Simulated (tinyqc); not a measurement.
Which pair of peaks is best: composition and strain of an epitaxial Si(1-x)Ge(x) layer from Raman and X-ray peaks. Computed by tinyqc, a small Python program. Command: `OMP_NUM_THREADS=1 python tinyqc.py 3024421 3024422 out.jsonl epiraman walk`. One thread of a shared host (Intel(R) Xeon(R) Processor @ 2.30GHz), about 0.01 s of CPU time with the checks.

A (001) layer, biaxially strained in the plane. The Raman peaks follow empirical lines omega = w0 + c1 x + c3 x^3 + b eps (c3 for Si-Ge alone), with eps the in-plane strain.

Inputs (values chosen for the exercise, modelled on silicon-germanium):

| quantity | value | unit |
|---|---|---|
| Ge fraction x | 0.25 | - |
| Si-Si: c1 | -68.2 | 1/cm |
| Si-Si: strain coefficient b | -741 | 1/cm |
| Si-Ge: c1 | 25.3 | 1/cm |
| Si-Ge: c3 | -33.4 | 1/cm |
| Si-Ge: strain coefficient b | -545 | 1/cm |
| Ge-Ge: c1 | 19.2 | 1/cm |
| Ge-Ge: strain coefficient b | -464 | 1/cm |
| uncertainty of a Raman peak | 0.05 | 1/cm |

Substrate: silicon.

Method. For each pair invert J = [d omega/dx, d omega/d eps] at the true x. Independent errors of the given size in both peaks give sigma_x and sigma_eps = uncertainty x (norm of the rows of the inverse of J).

Error propagation:

| pair | det J | sigma_x | sigma_eps (per mille) |
|---|---|---|---|
| Si-Si and Si-Ge | 51.276 | 8.9695e-04 | 0.069046 |
| Si-Si and Ge-Ge | 45.872 | 9.5296e-04 | 0.077227 |
| Si-Ge and Ge-Ge | 1.6306 | 0.021948 | 0.82909 |

The pair Si-Si and Si-Ge fixes x best (sigma_x = 9.0e-4) and Si-Ge and Ge-Ge worst (0.022), a factor 24. Strain moves all peaks the same way, so a good pair needs different ratios of composition slope to strain coefficient, best of opposite sign; the slopes here are -68.2, 19.0 and 19.2 per cm for Si-Si, Si-Ge and Ge-Ge. Errors in the coefficients themselves are not counted.

Extremes, crossings and ranges named in words are read from the listed rows.
